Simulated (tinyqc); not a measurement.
Minority-electron transport through the base of a bipolar transistor (Moll-Ross and Kroemer integrals): one step, computed by the program tinyqc.

Low injection, one dimension, x from the emitter edge (0) to the collector edge (W), s = x/W. Recombination is treated as a small correction (valid for tau_B well below tau_n), computed from the stored charge.

Problem. Profile and built-in field. N(x) = N_0 (ratio)^(-s^2); n_i(x)^2 = n_i^2 exp(s dE_g/k_B T); D(x) = (k_B T/e) mu, mu = mu_min + (mu_max - mu_min)/(1 + (N/N_ref)^0.7). Field that drives electrons towards the collector, averaged over the base: (k_B T/e) ln[N_0 n_i(W)^2/(N(W) n_i^2)]/W.

Inputs (values chosen for the exercise, modelled on SiGe):
```
quantity                               value        unit
base doping at the emitter edge N_0  2.8e+19      1/cm^3
base width W                              34          nm
mu_min                                   150  cm^2/(V s)
mu_max                                  1060  cm^2/(V s)
N_ref                                2.3e+17      1/cm^3
temperature T                            300           K
doping ratio N_0/N(W)                     11           -
gap narrowing across the base dE_g       140         meV
```

Base doping profile: Gaussian. Gap grading: linear. Exit of the base: infinite sink.

Constants: k_B = 8.617333262e-05 eV/K.

Give: Across the base; drift factor eta (potential drop in k_B T/e); mean built-in field.

Solution.

Across the base:
```
s    N (1/cm^3)  n_i(x)^2/n_i^2  D (cm^2/s)  y (s/cm^5)
0.0   2.800e+19             1.0       4.667   6.000e+18
0.2   2.544e+19             3.0       4.719   1.825e+18
0.4   1.908e+19             8.7       4.899   4.463e+17
0.6   1.181e+19            25.8       5.282   8.676e+16
0.8   6.035e+18            76.1       6.047   1.311e+16
1.0   2.545e+18           224.9       7.565   1.496e+15
```

drift factor eta (potential drop in k_B T/e) = 7.813

mean built-in field = 59.41 kV/cm
